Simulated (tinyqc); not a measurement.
# Debye-Callaway model of lattice thermal conductivity, step by step

A worked calculation. Computed by tinyqc, a small Python program that keeps every step. Command: `OMP_NUM_THREADS=1 python tinyqc.py 3007026 3007027 out.jsonl callaway walk`. One thread of a shared host (Intel(R) Xeon(R) Processor @ 2.30GHz), about 0.01 s of CPU time with the checks. Intermediate numbers are printed to about 6 digits and carried at full precision; extremes and crossings named in words are read from the listed rows.

Three acoustic branches with one velocity v, cut at omega_D = k_B Theta/hbar; x = hbar omega/(k_B T). v and Theta are separate inputs: Theta cuts off the heat-carrying modes, so C need not reach 3 k_B/V. gamma is an effective value that sets the umklapp rate.

Inputs (values chosen for the exercise, for a model crystal): sound velocity v = 8140 m/s; Debye temperature Theta = 629 K; volume per atom V = 28.7 angstrom^3; mean atomic mass M = 75 u; effective Grueneisen parameter gamma = 1.45; umklapp exponent divisor b = 2; alloy fraction f = 0.38; mass difference Delta M = 28 u; Casimir length L = 180 micrometre; normal-process factor f_N = 0.62; temperature T = 77 K; probe frequency omega/omega_D = 0.83.

Sample: crystal. Point defects: alloy. Normal processes: included.

Constants: k_B = 1.380649e-23 J/K; hbar = 1.054571817e-34 J s; u = 1.6605390666e-27 kg.

## Mass-fluctuation parameter

For a random alloy on all sites Gamma = f (1 - f) (Delta M/M)^2, with M the mean mass; strain-field scattering is left out. A = V Gamma/(4 pi v^3).

Gamma = 0.0328374

Rayleigh coefficient A = 1.39049e-43 s^3

## Scattering rates at one frequency

Rates: point defects A omega^4; umklapp B omega^2 T exp(-Theta/(b T)) with B = hbar gamma^2/(M v^2 Theta); normal processes f_N B omega^2 T (T/Theta)^2. Boundaries: v/L. The resistive time is tau_R = 1/(boundary + point-defect + umklapp rates), and the free path is v tau_R.

omega = 6.83496e+13 rad/s

Rates:
```
process         rate (1/s)  rate x tau_R
boundaries     4.52222e+07   1.49004e-05
point defects  3.03467e+12      0.999900
umklapp        2.58658e+08   8.52258e-05
normal         1.42770e+08   4.70416e-05
```

tau_R = 3.29492e-13 s

free path = 2.68207 nm

The strongest resistive process at this frequency: point defects, 100 % of the resistive rate.

## The integrand on a coarse grid

x runs in ten equal steps to min(Theta/T, 12); g = x^4 e^x/(e^x - 1)^2; tau_C is the inverse of all rates summed; the last column is c tau_C g with c = (k_B/(2 pi^2 v)) (k_B T/hbar)^3.

Integrand:
```
x              g    tau_C (s)  c tau_C g (W/(m K))
0.81688  0.63140  1.44825e-09          8.04950e+01
1.63377  2.14704  9.70917e-11          1.83504e+01
2.45065  3.72524  1.92707e-11          6.31939e+00
3.26753  4.69406  6.10371e-12          2.52212e+00
4.08442  4.84647  2.50100e-12          1.06700e+00
4.90130  4.35634  1.20632e-12          4.62601e-01
5.71818  3.53603  6.51202e-13          2.02700e-01
6.53506  2.65533  3.81744e-13          8.92305e-02
7.35195  1.87610  2.38329e-13          3.93602e-02
8.16883  1.26243  1.56372e-13          1.73776e-02
```

The integrand is largest at the lowest frequency shown, whose long lifetime outweighs its small heat capacity.

## Thermal conductivity

kappa_1 = c int tau_C g dx, g = x^4 e^x/(e^x - 1)^2, c = (k_B/(2 pi^2 v)) (k_B T/hbar)^3, over 0 < x < min(Theta/T, 40), by 96 Gauss-Legendre points in s with x = x_max s^2; 1/tau_C = 1/tau_R + 1/tau_N; kappa_2 = c [int (tau_C/tau_N) g dx]^2 / int (tau_C/(tau_N tau_R)) g dx; kappa = kappa_1 + kappa_2. Heat capacity C = 3 c int g dx / v^2; grey free path 3 kappa/(C v); the median free path v tau_C halves kappa_1 when the quadrature points are ordered by free path (each counted at half its weight, interpolated in the logarithm); likewise at 10 % and 90 %.

kappa_1 = 132.017 W/(m K)

kappa_2 = 0.00198629 W/(m K)

kappa = 132.019 W/(m K)

heat capacity C = 94883.6 J/(m^3 K)

grey free path = 512.792 nm

median free path = 29268.6 nm

free path at 10 % of kappa_1 = 630.720 nm

free path at 90 % of kappa_1 = 148324 nm

The median free path is 57 times the grey one: a small share of the heat capacity, at low frequency, carries much of the heat. The middle 80 % of kappa_1 spans a factor 240 in free path. The Callaway term kappa_2 is 0.0015 % of the total.

## Leaving out one process at a time

The formulas are those given above.

Conductivity at T:
```
case                   kappa (W/(m K))  ratio to all
all processes                  132.019             1
without point defects          15814.5       119.790
without boundaries             1204.75       9.12562
without umklapp                132.863       1.00640
```

Removing point defects raises kappa most, by a factor 120; removing umklapp gives only 1.01.

## Conductivity against temperature

The boundary limit is C v^2/(3 x boundary rate), with C = 3 c int g dx / v^2.

Kappa (W/(m K)):
```
T (K)  all processes  without point defects  boundary limit
6.3          16.5686                27.6942         27.6942
13           50.8734                243.331         243.331
22           81.5324                1179.33         1179.33
38           109.000                6037.74         6075.93
63           127.164                17144.8         26937.9
110          135.826                8697.75          103116
190          123.801                2801.95          216260
310          95.8181                1089.17          290377
500          64.7260                469.967          327216
820          37.7157                210.233          343504
```

kappa peaks among these rows at 110 K (T/Theta = 0.175) with 136 W/(m K). The exponent d ln kappa/d ln T is 1.55 at the cold end and -1.09 at the hot end. The normal rate is taken to grow as T^3 at all T, which overstates it above Theta. Point defects cost most at 63 K, a factor 135.

Checks made by the program: heat capacity against the Debye function (relative difference below 1e-10).
